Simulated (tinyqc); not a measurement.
Inside a calculation: two-band k.p model of the X valleys of a zinc-blende crystal. Values are carried at full precision from step to step, so a last printed digit may differ when a step is redone from the rounded ones.

With x = D/D0: for x < 1 the minima lie at k_m = sqrt(ml D0 (1 - x^2)/(4 c)), the hump at X has the height dE = (D0/4)(1 - x)^2 and the mass at the minimum is ml/(1 - x^2); the mass at X is ml/(1 - 1/x), negative for x < 1. For x > 1 the minimum is at X.

Constants: hbar^2/2m0 = 3.80998211 eV angstrom^2; kB = 8.617333262e-05 eV/K.

Parameters, chosen for this exercise (of the order of those of GaP; not measured data):
- D = 0.337 eV (splitting of the two conduction levels at X)
- D0 = 0.375 eV (coupling energy)
- ml = 0.84 m0 (mass along the axis from remote bands)
- k = 0.052 1/angstrom (wave vector from X)
- kmax = 0.13 1/angstrom (end of the path)
- mt = 0.262 m0 (transverse mass)
- T = 300 K (temperature)

## Shape of the lower band

Give x, k_m, dE and both masses.

x = 0.8987
k_m = 0.06306 1/angstrom
dE = 0.963 meV
mass at the minimum = 4.366 m0
mass at X = -7.449 m0

The coupling wins over the splitting, so each X point carries two minima; the hump equals kT at 11 K.

## The matrix at one k

k along the valley axis, counted from X, c = hbar^2/2m0, e = c k^2/ml. H = [[e - D/2, i P k], [-i P k, e + D/2]] with P^2 = D0 c/ml, so E = e -/+ sqrt(D^2/4 + D0 e). For D = 0 (diamond lattice) the bands cross at X.

Give P, the matrix, its levels and the weight of the lower X state in the lower band.

P = 1.3042 eV angstrom

H (eV):
```
          1        2
1   -0.1562  0.0678i
2  -0.0678i   0.1808
```

levels (eV): -0.1694  0.1939

weight = 0.9638

## Dispersion along the axis

Nine points; energies of the lower band from its minimum, against a parabola about the minimum with the mass there.

Results:
```
k (1/angstrom)  lower band (meV)  parabola (meV)  gap to the upper band (eV)
0.0000                      0.96            3.47                      0.3370
0.0163                      0.83            1.91                      0.3397
0.0325                      0.50            0.82                      0.3475
0.0488                      0.15            0.18                      0.3602
0.0650                      0.00            0.00                      0.3772
0.0813                      0.36            0.29                      0.3981
0.0975                      1.48            1.03                      0.4222
0.1138                      3.65            2.24                      0.4490
0.1300                      7.08            3.91                      0.4781
```

At kmax the band lies at 7.1 meV and the parabola at 3.9 meV: far from X the curvature returns to 1/ml, so the band is steeper than the parabola of the minimum.

## Thermal masses

Thermal masses along the axis for one X point, lower band, E from the minimum, on 1601 points from -0.8 to 0.8 1/angstrom: density-of-states mass m_d = c I^2/(pi kT), I = integral of exp(-E/kT) dk; conductivity mass m_c = 2 c kT/<(dE/dk)^2> with central differences.

Give m_d, m_c and Nc = 3 x 2 (kT/(4 pi c))^(3/2) mt sqrt(m_d) for three X points; 1 angstrom^-3 = 1e24 cm^-3.

m_d = 4.979 m0
m_c = 2.527 m0
Nc = 4.401e+19 cm^-3

Two separate parabolic minima would give m_d = 4 x 4.366 = 17.464; kT/dE = 26.85.

## Checks

- Height of the hump by numerical search against the closed form (meV): both 0.963.
- Thermal masses without coupling against ml: both 0.8400.

Run: tinyqc, `OMP_NUM_THREADS=1 python tinyqc.py 1880813 1880814 out.jsonl`; Intel(R) Xeon(R) Processor @ 2.30GHz, one thread, shared host; about 0.01 s of CPU time with all checks.
